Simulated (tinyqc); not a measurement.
Phonon-assisted absorption at an indirect gap: one step. What a slab does with it. Four cases, with inputs chosen for the exercise.

Problem. d in cm is 1e-4 times the value in micrometres.

Slab of thickness d in air, incoherent passes: R = ((nr - 1)/(nr + 1))^2, x = exp(-alpha d); transmitted Tr = (1 - R)^2 x/(1 - R^2 x^2), reflected Rt = R + (1 - R)^2 R x^2/(1 - R^2 x^2), absorbed Ab = (1 - R)(1 - x)/(1 - R x).

Give: R; x; Tr; Rt; Ab.

Case 1.

Values chosen (out of a larger set: loosely those of SiC at room temperature; Eg is not tied to T; not measured data): nr = 2.75 (refractive index); d = 18 micrometre (thickness).

alpha = 410.423 1/cm

Solution.

R = 0.2178
x = 0.4777
Tr = 0.2955
Rt = 0.2485
Ab = 0.4560

A single pass would absorb (1 - R)(1 - x) = 0.4086; the back face adds 0.0474.

Case 2.

Values chosen (out of a larger set: loosely those of Si at room temperature; Eg is not tied to T; not measured data): nr = 3.65 (refractive index); d = 8.7 micrometre (thickness).

alpha = 832.338 1/cm

Solution.

R = 0.3248
x = 0.4847
Tr = 0.2266
Rt = 0.3605
Ab = 0.4129

A single pass would absorb (1 - R)(1 - x) = 0.3479; the back face adds 0.0650.

Case 3.

Values chosen (out of a larger set: loosely those of GaP at room temperature; Eg is not tied to T; not measured data): nr = 3.39 (refractive index); d = 230 micrometre (thickness).

alpha = 758.082 1/cm

Solution.

R = 0.2964
x = 0.0000
Tr = 0.0000
Rt = 0.2964
Ab = 0.7036

A single pass would absorb (1 - R)(1 - x) = 0.7036; the back face adds 0.0000.

Case 4.

Values chosen (out of a larger set: loosely those of Si at room temperature; Eg is not tied to T; not measured data): nr = 3.61 (refractive index); d = 2.4 micrometre (thickness).

alpha = 357.457 1/cm

Solution.

R = 0.3205
x = 0.9178
Tr = 0.4639
Rt = 0.4570
Ab = 0.0791

A single pass would absorb (1 - R)(1 - x) = 0.0559; the back face adds 0.0233.

Computed by tinyqc, one run a case: `OMP_NUM_THREADS=1 python tinyqc.py N N+1 out.jsonl` with N = 1651615, 1651998, 1652165, 1652361; one thread of a shared Intel(R) Xeon(R) Processor @ 2.30GHz, about 0.01 s a run at most.
